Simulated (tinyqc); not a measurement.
Coherent transport through a tight-binding region between two chains, step by step. One step of it, computed by the program tinyqc.

Question. Transmission at E = 0.35 eV. Surface Green function g = (E - i sqrt(4 t^2 - E^2)) / (2 t^2); self-energy tc^2 g on each contact site; G = (E - H - Sigma)^(-1); Gamma = -2 Im Sigma; T = Gamma_L Gamma_R |G_LR|^2; local density of states -Im G_ii / pi.

H of the central region (eV), lower triangle:
```
           1          2          3         4
1   0.000000
2  -0.560000   0.000000
3   0.000000  -0.530000   0.000000
4   0.000000   0.000000  -1.850000  0.000000
```

Leads: semi-infinite chains with site energy 0:
```
parameter                           value
lead hopping t (eV)              2.220000
coupling to the left lead (eV)   0.770000
coupling to the right lead (eV)  0.420000
left contact site                       1
right contact site                      4
```

E = 0.350000 eV

Give: g; G; local density of states; transmission.

Answer.

g = 0.0355-0.4490i 1/eV

G (1/eV), lower triangle:
```
                 1                2                3                4
1  -1.5222-0.8606i
2   2.2707+1.2292i  -0.7494-1.8016i
3   0.1088+0.0976i  -0.0175-0.1091i  -0.1034-0.0311i
4  -0.6711-0.3706i   0.2180+0.5368i   0.5651+0.0371i  -0.1694-0.1608i
```

local density of states (1/eV): 0.2739  0.5735  0.0099  0.0512

transmission = 0.0496
